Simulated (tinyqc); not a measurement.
Schottky emission and Poole-Frenkel conduction in an insulator, and how to tell them apart: one step of the calculation.

Schottky emission (electrode-limited): J = As T^2 exp[-(pb - b sqrt(F))/Vt], b = sqrt(q/(4 pi eps0 ei)). Poole-Frenkel emission (bulk-limited): J = s0 F exp[-(pt - 2 b sqrt(F))/Vt]. F in V/cm.

Question. Both currents at one field. Lowerings b sqrt(F) and 2 b sqrt(F); the image-force maximum lies at sqrt(q/(16 pi eps0 ei F)) from the electrode.

Inputs (values chosen for the exercise); dielectric values close to those of silicon nitride:
```
symbol,value,unit,meaning
T,350,K,temperature
ei,4.05,,high-frequency relative permittivity
pt,1.26,eV,trap depth
s0,0.034,S/cm,Poole-Frenkel prefactor
pb,1.04,eV,electrode barrier
As,66,A/(cm^2 K^2),Richardson constant
F,0.5,MV/cm,field
```

Constants: q = 1.602176634e-19 C, kB = 1.380649e-23 J/K, Vt = kB T/q, eps0 = 8.8541878128e-14 F/cm where lengths are in cm. Results are converted to the units shown.

Wanted: Schottky lowering; position of the barrier top; Poole-Frenkel lowering; J, Schottky; J, Poole-Frenkel.

Answer.

Schottky lowering = 133.33 meV
position of the barrier top = 1.3333 nm
Poole-Frenkel lowering = 266.66 meV
J, Schottky = 7.1159e-7 A/cm^2
J, Poole-Frenkel = 8.4534e-11 A/cm^2

Injection and bulk transport act in series, so the smaller capacity limits the current: here the bulk, by a factor of 8420.

Program tinyqc, `OMP_NUM_THREADS=1 python tinyqc.py 2370046 2370047 out.jsonl`; Intel Xeon 2.30GHz, shared host, one thread, about 0.01 s.
